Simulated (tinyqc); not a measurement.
Localisation length against disorder: localisation in a chain with random site energies (transfer matrices).

Hopping -t; leads with site energy 0, E = -2t cos(ka). psi_(j+1) = ((e_j - E)/t) psi_j - psi_(j-1), a product of matrices M_j = [[(e_j - E)/t, -1], [1, 0]]. For M = M_N ... M_1 the transmission is T = 4 sin^2(ka)/|M21 - M12 + M22 exp(ika) - M11 exp(-ika)|^2. Long samples draw e_j = W (x_j/2147483647 - 1/2) from x_j = 16807 x_(j-1) mod 2147483647, starting at x0. The localisation length xi, in sites, is defined by ln T = -2N/xi on average; weak disorder gives xi = 24 (4t^2 - E^2)/W^2, and the mean free path for backscattering is xi/2.

Numerical xi = N/ln sqrt(psi_(N+1)^2 + psi_N^2) for N = 20000 sites from psi_1 = 1, psi_0 = 0; its statistical error is about xi sqrt(xi/N).

Inputs chosen for the exercise: t = 0.95 eV (hopping); E = -0.33 eV (energy); x0 = 7410 (start of the number sequence).

The same number sequence scaled by W.

xi (sites):
```
W/t   W (eV)  numerical  error  weak disorder  strong: 1/(ln(W/2t) - 1)
1.0    0.950     85.004  5.542         93.104                         -
1.5    1.425     39.670  1.767         41.380                         -
2.0    1.900     22.975  0.779         23.276                         -
3.0    2.850     10.775  0.250         10.345                         -
4.0    3.800      6.071  0.106          5.819                         -
6.0    5.700      2.926  0.035          2.586                         -
10.0   9.500      1.429  0.012          0.931                     1.641
16.0  15.200      0.900  0.006          0.364                     0.926
```

At W = t the numerical value is 85.0 +/- 5.5 against 93.1, and at 2t 22.98 +/- 0.78 against 23.28. The weak-disorder formula is within 15 % for W/t = 1, 1.5, 2, 3, 4 and 6; at W = 16t it gives 0.36 and the strong-disorder form 0.93, against 0.90. All states of the chain are localised; disorder only sets the length.

Computed by tinyqc, a small Python program: `OMP_NUM_THREADS=1 python tinyqc.py 1450299 1450300 out.jsonl` (the numbers bound the seed that draws the inputs); one thread of a shared host (Intel(R) Xeon(R) Processor @ 2.30GHz), about 0.09 s for the whole set of steps.
